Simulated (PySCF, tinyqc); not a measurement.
CISD on RHF in the sto-6g basis, for H4, spin multiplicity 1, step by step. The lowest restricted solution is unstable here: a spin-polarised one lies 0.0035 hartree lower (PySCF). One step of it, computed by the program tinyqc.

Task: Orthogonalisation. S = U s U^T; symmetric (Loewdin) form X = U s^(-1/2) U^T, so that X^T S X = 1.

overlap S, lower triangle:
```
,1H 1s,2H 1s,3H 1s,4H 1s
1H 1s,1.000000
2H 1s,0.557878,1.000000
3H 1s,0.414194,0.272666,1.000000
4H 1s,0.272666,0.414194,0.557878,1.000000
```

Give: eigenvalues of S; X.

Result:

eigenvalues of S: 0.3006  0.5837  0.8710  2.2447

X, lower triangle:
```
,1H 1s,2H 1s,3H 1s,4H 1s
1H 1s,1.2180
2H 1s,-0.3485,1.2180
3H 1s,-0.2298,0.0277,1.2180
4H 1s,0.0277,-0.2298,-0.3485,1.2180
```
